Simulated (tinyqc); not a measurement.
Inside a calculation. Model: minority-electron transport through the base of a bipolar transistor (Moll-Ross and Kroemer integrals). Computed by tinyqc, a small Python program that keeps every step. Command: `OMP_NUM_THREADS=1 python tinyqc.py 3013025 3013026 out.jsonl base walk`. One thread of a shared host (Intel(R) Xeon(R) Processor @ 2.30GHz), about 0.01 s of CPU time with the checks. Intermediate numbers are printed to about 5 digits and carried at full precision; extremes and crossings named in words are read from the listed rows.

Low injection, one dimension, x from the emitter edge (0) to the collector edge (W), s = x/W. Recombination is treated as a small correction (valid for tau_B well below tau_n), computed from the stored charge.

Inputs (values chosen for the exercise, modelled on silicon):

| quantity | value | unit |
|---|---|---|
| intrinsic density n_i at the emitter edge | 9e+09 | 1/cm^3 |
| base doping at the emitter edge N_0 | 7.2e+18 | 1/cm^3 |
| base width W | 230 | nm |
| mu_min | 180 | cm^2/(V s) |
| mu_max | 1390 | cm^2/(V s) |
| N_ref | 1.3e+17 | 1/cm^3 |
| saturation velocity v_s | 0.71 | 1e7 cm/s |
| electron lifetime tau_n | 1.7 | ns |
| emitter Gummel number G_E | 7.6e+12 | s/cm^4 |
| base-emitter voltage V_BE | 0.75 | V |
| temperature T | 300 | K |
| doping ratio N_0/N(W) | 3.8 | - |
| gap narrowing across the base dE_g | 130 | meV |

Base doping profile: exponential. Gap grading: linear. Exit of the base: saturation velocity.

Constants: k_B = 8.617333262e-05 eV/K; e = 1.602176634e-19 C.

## Profile and built-in field

N(x) = N_0 (ratio)^(-s); n_i(x)^2 = n_i^2 exp(s dE_g/k_B T); D(x) = (k_B T/e) mu, mu = mu_min + (mu_max - mu_min)/(1 + (N/N_ref)^0.7). Field that drives electrons towards the collector, averaged over the base: (k_B T/e) ln[N_0 n_i(W)^2/(N(W) n_i^2)]/W.

Across the base:

| s | N (1/cm^3) | n_i(x)^2/n_i^2 | D (cm^2/s) | y (s/cm^5) |
|---|---|---|---|---|
| 0.0 | 7.2000e+18 | 1.00 | 6.4297 | 1.1198e+18 |
| 0.2 | 5.5128e+18 | 2.73 | 6.7700 | 2.9786e+17 |
| 0.4 | 4.2210e+18 | 7.47 | 7.1700 | 7.8766e+16 |
| 0.6 | 3.2319e+18 | 20.43 | 7.6378 | 2.0709e+16 |
| 0.8 | 2.4746e+18 | 55.86 | 8.1820 | 5.4141e+15 |
| 1.0 | 1.8947e+18 | 152.72 | 8.8108 | 1.4081e+15 |

drift factor eta (potential drop in k_B T/e) = 6.3636

mean built-in field = 7.1527 kV/cm

## Collector current and transit time

With y(x) = N n_i^2/(D n_i(x)^2): base Gummel number G_B = int_0^W y dx + N(W) n_i^2/(v_s n_i(W)^2); J_C = e n_i^2 exp(e V_BE/k_B T)/G_B; n(x) = (J_C/e)(n_i(x)^2/(N n_i^2)) [int_x^W y dx + the same exit term]; transit time tau_B = (e/J_C) int n dx; trapezoid rule on 401 even points.

base Gummel number G_B = 3.8824e+12 s/cm^4

collector current density J_C = 13.290 A/cm^2

base transit time tau_B = 9.7816 ps

share of the exit term in G_B = 0.045007 %

mean velocity W/tau_B = 0.23513 1e7 cm/s

Plain diffusion with the D of the emitter edge would take W^2/(2D) = 41.1 ps, 4.21 times the result.

## Gain and speed

Emitter-limited gain beta_E = G_E/G_B; recombination-limited gain beta_R = tau_n/tau_B; 1/beta = 1/beta_E + 1/beta_R; f_T from the base alone = 1/(2 pi tau_B).

beta_E = 1.9575

beta_R = 173.80

current gain beta = 1.9357

f_T from the base alone = 16.271 GHz

The gain is limited mainly by hole injection into the emitter (99 % of the base current).

## What grading buys

The formulas are those given above.

The same base with other gradings:

| dE_g (meV) | dE_g/k_B T | G_B (s/cm^4) | J_C gain | tau_B (ps) | speed gain |
|---|---|---|---|---|---|
| 0 | 0.000 | 1.3022e+13 | 1.0000 | 24.757 | 1.0000 |
| 25 | 0.967 | 9.3220e+12 | 1.3969 | 19.491 | 1.2702 |
| 50 | 1.934 | 7.0947e+12 | 1.8354 | 15.902 | 1.5569 |
| 75 | 2.901 | 5.6653e+12 | 2.2985 | 13.350 | 1.8545 |
| 100 | 3.868 | 4.6932e+12 | 2.7745 | 11.465 | 2.1593 |
| 150 | 5.802 | 3.4793e+12 | 3.7426 | 8.902 | 2.7811 |
| 200 | 7.736 | 2.7604e+12 | 4.7172 | 7.257 | 3.4114 |
| 300 | 11.605 | 1.9523e+12 | 6.6700 | 5.287 | 4.6822 |

At 100 meV J_C rises by a factor 2.77 and the transit is 2.16 times faster; at 300 meV the factors are 6.67 and 4.68. For a uniform base without exit term both tend to be linear in dE_g/k_B T, J_C as x/(1 - exp(-x)) and the speed as x/2.

Checks made by the program: Gummel integral against a 60-point Gauss rule (relative difference 4e-06).
